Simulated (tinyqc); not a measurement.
Resistance of a tapered via with liner, size effect and interface: one step of the calculation.

A round via whose diameter grows from db at the bottom as D(z) = db + 2 z/tan(ang). The fill, of diameter D - 2 tl, starts above the bottom liner (thickness fb tl) and has rho = rho0 (1 + ks lam/(D - 2 tl)); the sidewall liner conducts in parallel with it. The bottom liner and the interface are crossed over the full area pi db^2/4. Spreading in the lines above and below is left out.

Task. Slices of the via. Slices between z0 = fb tl and hv, evaluated at their midpoints: conductance per length pi/4 [(D - 2 tl)^2/rho + (D^2 - (D - 2 tl)^2)/rl], slice resistance = slice height over that. 10 slices.

Inputs (values chosen for the exercise); fill metal close to molybdenum:
- db = 39 nm (diameter at the bottom)
- hv = 70 nm (height)
- ang = 88 degrees (sidewall angle)
- rho0 = 5.43 uohm cm (bulk resistivity of the fill)
- lam = 11.4 nm (mean free path of the fill)
- ks = 1 (size-effect factor)
- tl = 0.1 nm (liner on the sidewall)
- fb = 0.5 (liner at the bottom over that on the sidewall)
- rl = 390 uohm cm (resistivity of the liner)

Find: z; D; rho; slice resistance.

Result.

| slice | z (nm) | D (nm) | rho (uohm cm) | slice resistance (ohm) |
|---|---|---|---|---|
| 0 | 3.5475 | 39.248 | 7.0153 | 0.40970 |
| 1 | 10.543 | 39.736 | 6.9957 | 0.39853 |
| 2 | 17.538 | 40.225 | 6.9766 | 0.38780 |
| 3 | 24.532 | 40.713 | 6.9579 | 0.37749 |
| 4 | 31.527 | 41.202 | 6.9397 | 0.36758 |
| 5 | 38.523 | 41.690 | 6.9220 | 0.35806 |
| 6 | 45.517 | 42.179 | 6.9046 | 0.34890 |
| 7 | 52.513 | 42.668 | 6.8876 | 0.34008 |
| 8 | 59.508 | 43.156 | 6.8711 | 0.33159 |
| 9 | 66.502 | 43.645 | 6.8548 | 0.32341 |

tinyqc, about 0.01 s, one thread, Intel Xeon 2.30GHz (shared host): `OMP_NUM_THREADS=1 python tinyqc.py 2750034 2750035 out.jsonl`
